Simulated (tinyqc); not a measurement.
## Capacitance measurement on a leaky thin oxide: effects of series resistance and leakage: effect of the gate leakage current density, not matched to the thickness

The device is a capacitance C in parallel with a leakage conductance G, in series with Rs and Ls. An impedance meter reports either a parallel pair (Cp, Gp) from Y = 1/Z = Gp + i w Cp or a series pair (Cs, Rm) from Z = Rm + 1/(i w Cs); w = 2 pi f, dissipation D = Gp/(w |Cp|).

EOT = 3.9 tox/eox; CET = EOT + zc + zp; C = 3.9 eps0 A/CET; G = Jg A/Vs. Z = Rs + i w Ls + 1/(G + i w C); CET read from Cp = 3.9 eps0 A/Cp; errors under 0.001 % are printed as 0.

Values chosen for this exercise; values of the order met in thin-oxide MOS capacitors:
- eox = 25.4 (relative permittivity of the gate insulator (close to zirconium oxide))
- tox = 10 nm (insulator thickness)
- A = 100 um^2 (gate area)
- zc = 0.37 nm (oxide-equivalent thickness added by the accumulation layer)
- zp = 0 nm (oxide-equivalent thickness added by gate depletion)
- Vs = 0.31 V (voltage for an e-fold rise of the leakage)
- Rs = 17 ohm (series resistance)
- Ls = 0 nH (series inductance)
- f = 2e5 Hz (measuring frequency)

Constants: eps0 = 8.8541878128e-14 F/cm where lengths are in cm. Results are converted to the units shown.

The same in every row: C (pF) = 1.8123.

Effect of the gate leakage current density, not matched to the thickness:
```
Jg (A/cm^2),Cp (pF),Cs (pF),D,error of Cp (%),error of Cs (%),CET read from Cp (nm)
1e-5,1.8123,1.8123,5.2880e-5,0,0,1.9054
0.0001,1.8123,1.8123,1.8036e-4,0,0,1.9054
0.001,1.8123,1.8123,0.0014552,0,0,1.9054
0.02,1.8123,1.8137,0.028368,0,0.0803,1.9054
0.2,1.8122,1.9577,0.28334,-2.19e-3,8.03,1.9055
2,1.8119,16.357,2.8333,-0.0219,803,1.9059
30,1.8063,3274.3,42.564,-0.328,1.81e5,1.9117
300,1.7541,3.2725e5,431.93,-3.21,1.81e7,1.9686
```

As Jg goes from 1e-5 to 300, the error of Cp goes from 0 to -3.21 %, that of Cs from 0 to 1.81e7 %, and D rises from 5.29e-5 to 432. The CET read from Cp goes from 1.91 to 1.97 nm against the true 1.91 nm. For Jg = 2, 30, 300 D exceeds 1, where the accuracy of real meters degrades in proportion to sqrt(1 + D^2).

tinyqc, about 0.01 s, one thread, Intel Xeon 2.30GHz (shared host): `OMP_NUM_THREADS=1 python tinyqc.py 2022044 2022045 out.jsonl`
